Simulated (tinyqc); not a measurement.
Stretching all distances: RHF, UHF, MP2, CISD and CCSD against full CI in the 6-31g basis, for H3+, spin multiplicity 1. Computed by the program tinyqc with PySCF. All coordinates are multiplied by the scale. c0^2 is the weight of the RHF determinant in the lowest singlet FCI state (UHF is spin-contaminated and may lie near states of higher spin) and n(LUMO) the first natural occupation beyond the occupied space.

Geometry (angstrom):
```
atom,x,y,z
H,0.0000,0.0000,0.0000
H,0.0000,0.0000,0.8080
H,0.0000,0.7270,-0.4650
```

Full CI energy (hartree) and errors against it (kcal/mol):
```
scale,distance 1-2 (angstrom),E(FCI),RHF,UHF,MP2,CISD,CCSD,<S^2> UHF,c0^2,n(LUMO)
0.8800,0.7110,-1.258861,19.8460,19.8460,5.5481,0.0000,0.0000,0.0000,0.9810,0.0298
1.3700,1.1070,-1.214221,24.7762,24.6950,7.7158,0.0000,0.0000,0.0588,0.9552,0.0689
1.6200,1.3090,-1.172911,28.0828,23.1459,9.1661,0.0000,0.0000,0.4179,0.9337,0.0995
1.8600,1.5029,-1.136770,32.4473,19.1892,10.9161,0.0000,0.0000,0.6304,0.9053,0.1378
2.1000,1.6968,-1.105900,37.9469,15.1850,12.8424,0.0000,0.0000,0.7651,0.8691,0.1838
2.3500,1.8988,-1.079570,44.6447,11.7808,14.6945,0.0000,0.0000,0.8559,0.8254,0.2369
2.6000,2.1008,-1.058733,51.9468,9.1047,15.9108,0.0000,0.0000,0.9191,0.7803,0.2905
2.8400,2.2947,-1.043176,59.1141,6.8683,16.0036,0.0000,0.0000,0.9593,0.7403,0.3391
```

Estimate the missing row, scale = 1.12.

Computed row:
```
scale   distance 1-2 (angstrom)     E(FCI)      RHF      UHF     MP2    CISD    CCSD  <S^2> UHF    c0^2  n(LUMO)
1.1200                   0.9050  -1.251692  22.3485  22.3485  6.6104  0.0000  0.0000     0.0000  0.9703   0.0464
```

UHF parts from RHF first at scale 1.37 of those listed, where <S^2> leaves zero. The weight c0^2 goes from 0.98 to 0.74 and n(LUMO) from 0.03 to 0.34: static correlation grows as the bonds break into open-shell fragments. The spread of the error along the curve, which distorts its shape, is CISD 0.0, CCSD 0.0, MP2 10.5, UHF 17.8, RHF 39.3 kcal/mol. With two electrons CISD and CCSD are exact.
